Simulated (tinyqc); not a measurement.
# Charge pumping in an n-channel transistor: what changes with what

The gate is pulsed from accumulation to inversion and back. Energies E are counted from the intrinsic level; Dit(E) = D0 [1 + b (2 E/Eg)^2]. During each edge the traps near the bands emit their carriers, and those between Eh and Ee recombine once a cycle.

Inputs (values chosen for the exercise); band and dielectric values close to those of silicon:

| symbol | value | unit | meaning |
|---|---|---|---|
| T | 300 | K | temperature |
| Eg | 1.12 | eV | band gap |
| Nc | 2.84e19 | cm^-3 | conduction-band density of states at 300 K |
| Nv | 2.62e19 | cm^-3 | valence-band density of states at 300 K |
| A | 5.5 | um^2 | gate area |
| D0 | 1.3e11 | cm^-2 eV^-1 | trap density at midgap |
| b | 0 |  | rise of the trap density towards the band edges |
| sn | 2.5e-15 | cm^2 | cross-section for electrons |
| sp | 2.2e-15 | cm^2 | cross-section for holes |
| vth | 1.6e7 | cm/s | thermal velocity at 300 K, one nominal value for electrons and holes |
| dV | 0.62 | V | Vth - Vfb |
| Va | 2.3 | V | pulse height |
| f | 91000 | Hz | frequency |
| tr | 120 | ns | rise time |

Constants: q = 1.602176634e-19 C, kB = 1.380649e-23 J/K, Vt = kB T/q. Results are converted to the units shown.

Each table varies one quantity; the others keep the values above.

## Scanning the upper gap with the fall time

ni = sqrt(Nc Nv) exp(-Eg/(2 Vt)), Eg in volts; emission times te = (dV/Va) tf and th = (dV/Va) tr; Ee = -Vt ln(vth sn ni te), Eh = +Vt ln(vth sp ni th). Nit = integral of Dit from Eh to Ee = D0 [Ee - Eh + 4 b (Ee^3 - Eh^3)/(3 Eg^2)], Qcp = q A Nit, Icp = f Qcp.

The same in every row: Eh (eV) = -0.29260.

Results:
```
tf (ns)  Ee (eV)  Nit (cm^-2)  Icp (pA)
1.4      0.40436    9.0604e10    72.654
4.3      0.37535    8.6833e10    69.630
14       0.34483    8.2866e10    66.449
43       0.31582    7.9094e10    63.425
130      0.28722    7.5376e10    60.443
1300     0.22770    6.7638e10    54.238
4100     0.19800    6.3778e10    51.143
```

Estimate the missing row, tf = 420 ns.

Computed row:
```
tf (ns)  Ee (eV)  Nit (cm^-2)  Icp (pA)
420      0.25690    7.1435e10    57.283
```

With this row back in the table: Ee falls from 0.404 to 0.198 eV, by Vt ln 10 a decade, and Icp falls from 72.7 to 51.1 pA. The slope -dNit/d(ln tf)/Vt gives Dit = 1.30e11 cm^-2 eV^-1 near E = 0.390 eV and 1.30e11 near 0.213 eV: constant, as the profile is flat.

## Triangular pulses against frequency

Same model as above.

For a symmetric triangular wave tr = tf = 1/(2 f).

Results:
```
f (Hz)  Ee (eV)   Eh (eV)  Nit (cm^-2)  Icp (pA)  Qcp (fC)
2200    0.09420  -0.09751     2.492e10    0.4831    0.2196
5100     0.1159   -0.1192     3.057e10     1.374    0.2694
12000    0.1381   -0.1414     3.632e10     3.841    0.3201
26000    0.1580   -0.1614     4.152e10     9.513    0.3659
59000    0.1792   -0.1825     4.703e10     24.45    0.4144
1.3e5    0.1997   -0.2030     5.234e10     59.96    0.4612
6.9e5    0.2428   -0.2461     6.356e10     386.5    0.5601
1.6e6    0.2645   -0.2679     6.921e10     975.8    0.6099
3.5e6    0.2848   -0.2881     7.447e10      2297    0.6563
```

Estimate the missing row, f = 3e5 Hz.

Computed row:
```
f (Hz)  Ee (eV)  Eh (eV)  Nit (cm^-2)  Icp (pA)  Qcp (fC)
3e5      0.2213  -0.2246     5.796e10     153.2    0.5107
```

With this row back in the table: Qcp rises from 0.220 to 0.656 fC, by 0.136 fC a decade between the first two rows and 0.136 between the last two (2 q A D0 Vt ln 10 = 0.136 fC): faster edges leave less time for emission and widen the window, so Icp grows faster than f, as f^(1.15).

Range of the model: The Fermi levels of inversion and accumulation are taken to lie beyond Ee and Eh, the flat tops to fill all traps, and no geometric current is added.

Computed by the program tinyqc: `OMP_NUM_THREADS=1 python tinyqc.py 2030087 2030088 out.jsonl`, one thread of a shared Intel Xeon 2.30GHz, about 0.01 s for the whole run.
